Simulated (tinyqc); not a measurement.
# Strain, valley repopulation and piezoresistance in a many-valley conduction band, step by step

A worked calculation. Computed by tinyqc, a small Python program that keeps every step. Command: `OMP_NUM_THREADS=1 python tinyqc.py 3014060 3014061 out.jsonl valleys walk`. One thread of a shared host (Intel(R) Xeon(R) Processor @ 2.30GHz), about 0.02 s of CPU time with the checks. Intermediate numbers are printed to about 6 digits and carried at full precision; extremes and crossings named in words are read from the listed rows.

Valleys are ellipsoids with mass m_l along the axis a and m_t across it, parabolic, with one constant relaxation time; strain shifts the valleys and leaves the masses alone. Currents are taken along [110], along the load, and along [001], across the load.

Inputs (values chosen for the exercise, modelled on silicon):
```
quantity                               value    unit
longitudinal mass m_l                  0.936     m_0
transverse mass m_t                    0.193     m_0
shear deformation potential Xi_u        9.04      eV
dilation deformation potential Xi_d      1.1      eV
C11                                      166     GPa
C12                                     64.5     GPa
C44                                     80.1     GPa
stress X (tension positive)             -800     MPa
electron density n                   2.1e+17  1/cm^3
relaxation time tau                      120      fs
temperature T                            500       K
```

Valley axes: <100> (6 valleys in 3 pairs). Load: uniaxial [110].

Constants: k_B = 8.617333262e-05 eV/K; m_0 = 9.1093837015e-31 kg; k_B = 1.380649e-23 J/K; hbar = 1.054571817e-34 J s; e = 1.602176634e-19 C.

## Strain

Compliances S11 = (C11 + C12)/((C11 - C12)(C11 + 2 C12)), S12 = -C12/((C11 - C12)(C11 + 2 C12)), S44 = 1/C44; stress sigma_ij = X n_i n_j for the unit vector n of the load; e_xx = S11 sigma_xx + S12 (sigma_yy + sigma_zz), e_xy = S44 sigma_xy/2 (tensor strain).

strain tensor (%):
```
           x          y         z
x  -0.221758  -0.249688  0.000000
y  -0.249688  -0.221758  0.000000
z   0.000000   0.000000  0.172330
```

Caution: shear strain also changes the transverse masses of <100> valleys, which this model leaves out.

## Valley shifts

Herring-Vogt shift of a valley with unit axis a: dE = Xi_d tr(e) + Xi_u a.e.a.

shifts dE (meV): x -23.0300, y -23.0300, z 12.5956

splitting (highest minus lowest) = 35.6256 meV

Lowest: x, y; the splitting is 0.827 k_B T.

## Populations

Each of the 6 valleys holds n_v = N_v (2/sqrt(pi)) F_1/2((E_F - dE_v)/(k_B T)), N_v = 2 (m_d k_B T/(2 pi hbar^2))^(3/2), m_d = (m_l m_t^2)^(1/3); E_F solves sum n_v = n and is counted from the unstrained edge. F_j(eta) = int_0^infinity x^j/(1 + exp(x - eta)) dx, without a gamma-function factor. It is evaluated after integrating by parts. Integrals over x = E/(k_B T) use 160 Gauss-Legendre points in u = sqrt(x) from 0 to sqrt(max(eta, 0) + 32).

Fermi level E_F = -258.030 meV

share of the electrons (per pair): x 0.410205, y 0.410205, z 0.179589

## Mobility tensor and resistance change

Mobility tensor mu = e tau sum_v (n_v/n) [1/m_t + (1/m_l - 1/m_t) a a^T]; unstrained mu_0 = e tau (1/m_l + 2/m_t)/3; resistivity along d from the inverse tensor, rho_d = d.mu^-1.d/(n e), mobility along d = 1/(d.mu^-1.d); gauge pi_d = (rho_d/rho_0 - 1)/X.

mobility tensor (cm^2/(V s)):
```
         x        y        z
x  737.477    0.000    0.000
y    0.000  737.477    0.000
z    0.000    0.000  937.670
```

unstrained mobility mu_0 = 804.208 cm^2/(V s)

mobility along the first direction = 737.477 cm^2/(V s)

mobility along the second direction = 937.670 cm^2/(V s)

resistance change along the first direction = 9.04855 %

resistance change along the second direction = -14.2334 %

The mobility lies between e tau/m_l = 225 and e tau/m_t = 1090; the trace stays at 3 mu_0. Along the first direction the filled valleys present more of their heavy mass.

## Linear piezoresistance coefficients

With eta_0 the reduced Fermi level without strain, r = F_-1/2(eta_0)/(2 F_1/2(eta_0)) (1 for a classical gas) and c = r (Xi_u/k_B T) (m_l - m_t)/(2 m_l + m_t): pi11 = -(2/3) c (S11 - S12), pi12 = -pi11/2, pi44 = 0, with S11 - S12 = 1/(C11 - C12).

eta_0 = -5.66192

degeneracy factor r = 0.998774

pi11 = -49.5227 1e-11/Pa

pi12 = 24.7614 1e-11/Pa

pi44 = 0 1e-11/Pa

The gas is classical, so the coefficients follow 1/T.

## Full result against the linear law

Linear theory: pi_l = (pi11 + pi12 + pi44)/2, pi_t = pi12 along [001].

Resistance changes (%); at 2000 MPa the strain is near or above 1 %, where band warping, left out here, matters:
```
X (MPa)  splitting (meV)  largest share  first direction    linear  second direction    linear
-2000            89.0640       0.470202          17.3349   24.7614           -22.808  -49.5227
-1000            44.5320       0.424430          10.9055   12.3807           -16.434  -24.7614
-400             17.8128       0.375700           4.7923    4.9523            -8.380   -9.9045
-150              6.6798       0.350073           1.8402    1.8571            -3.488   -3.7142
-50               2.2266       0.339018           0.6174    0.6190            -1.212   -1.2381
50                2.2266       0.344900          -0.6204   -0.6190             1.264    1.2381
150               6.6798       0.368581          -1.8668   -1.8571             3.955    3.7142
400              17.8128       0.430389          -4.9774   -4.9523            11.702    9.9045
1000             44.5320       0.583951         -11.9145  -12.3807            37.084   24.7614
2000             89.0640       0.797603         -20.0365  -24.7614           100.458   49.5227
```

Along the first direction the linear law holds within 10 % for 7 of the 10 stresses, at -400, -150, -50.0, 50.0, 150, 400, 1000 MPa. At the largest compression the full change is +17.3 % against the linear +24.8 %, at the largest tension -20.0 % against -24.8 %: once the splitting is comparable with k_B T (or E_F) the populations no longer follow it linearly, and the change must saturate when the upper valleys are empty.

Checks made by the program: trace of the tensor against 3 mu_0 (relative difference below 1e-10); linear coefficients against the full calculation at 0.01 MPa (relative difference 1e-06).
